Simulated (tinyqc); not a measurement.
Classical Heisenberg spin chain: exact results, Metropolis, heat-bath and over-relaxation steps, and a Monte Carlo run: one step, computed by the program tinyqc. Command: `OMP_NUM_THREADS=1 python tinyqc.py 3130288 3130289 out.jsonl heismc walk`. One thread of a shared host (Intel(R) Xeon(R) Processor @ 2.30GHz), about 0.3 s of CPU time with the checks.

E = -J sum_i s_i . s_(i+1) for unit vectors s_i on an open chain; K = J/(k_B T).

Task: Four single-spin steps. The given spins are first normalised. Spins 2 and 3 are updated in turn, with h = K (sum of the two neighbours). Trial spin with z = 2 r1 - 1 and azimuth 2 pi r2; it is accepted if r3 < min(1, exp(h . s_trial - h . s_old)).

Inputs (values chosen for the exercise, for a model chain of large moments): temperature T = 132 K.

Update: Metropolis.

four neighbouring spins (rows; components x, y, z):
```
[[-0.2307, -0.0993, 0.9679],
 [-0.6650, 0.6913, 0.2828],
 [0.9780, 0.0547, -0.2012],
 [0.4931, -0.8699, 0.0123]]
```

random numbers, one row a step:
```
[[0.7428, 0.5560, 0.4656],
 [0.3047, 0.7429, 0.2696],
 [0.8809, 0.3632, 0.3350],
 [0.6563, 0.9136, 0.4215]]
```

K = -0.8703389

Give: the table «Steps» with the columns |h|, h . s before, h . s trial, acceptance, accepted, x, y, z.

Result:

Steps:
```
spin    |h|  h . s before  h . s trial  acceptance  accepted        x        y        z
2     0.933        0.2706       0.1980       0.930       yes  -0.8206  -0.3013   0.4856
3     1.144        0.4217      -0.7798       0.301       yes  -0.0411  -0.9196  -0.3906
2     1.046       -0.7053      -0.0476       1.000       yes  -0.4229   0.4907   0.7618
3     0.753       -0.0378      -0.4222       0.681       yes   0.8133  -0.4907   0.3126
```
